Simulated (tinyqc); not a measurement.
## Gate voltage from the surface potential

Inverse problem. At the source end, Vgs + Vsb - Vfb - psi = gamma sqrt(G), G = psi - Vt + Vt exp((psi - 2 phiF - Vsb)/Vt), and the voltage over the insulator is gamma sqrt(G). Find that voltage and Vgs.

Values chosen for this exercise: temperature T = 300 K; flat-band voltage Vfb = -0.79 V; source-body reverse bias Vsb = 2 V.

Constants: q = 1.602176634e-19 C, kB = 1.380649e-23 J/K, Vt = kB T/q. Results are converted to the units shown.

psi = 2.8527600 V
phiF = 0.36545167 V
gamma = 0.76479322 V^0.5

Answer. In this direction the relation is explicit: no iteration is needed.

voltage over the insulator = 1.827 V
Vgs = 1.890 V

Program tinyqc, `OMP_NUM_THREADS=1 python tinyqc.py 2360009 2360010 out.jsonl`; Intel Xeon 2.30GHz, shared host, one thread, about 0.04 s.
